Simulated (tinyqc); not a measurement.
Inverse iteration on a symmetric matrix, step by step. One step of it, computed by the program tinyqc.

Task: Step 1. solve (A - shift) w = v; v' = w/|w| with its largest component positive (the first on a tie); lambda = v'^T A v'.

A:
$$\begin{pmatrix}
0.325000 & -0.872000 & 1.164000 & 0.212000 \\
-0.872000 & 0.508000 & -0.950000 & 1.093000 \\
1.164000 & -0.950000 & 1.669000 & -0.907000 \\
0.212000 & 1.093000 & -0.907000 & 2.118000
\end{pmatrix}$$

vector v at the start: [0.500000, 0.500000, 0.500000, 0.500000]

shift = 0.920000

Give: vector after step 1; Rayleigh quotient after step 1.

Result:

vector after step 1: [0.495, -0.413, 0.157, 0.748]

Rayleigh quotient after step 1 = 1.322
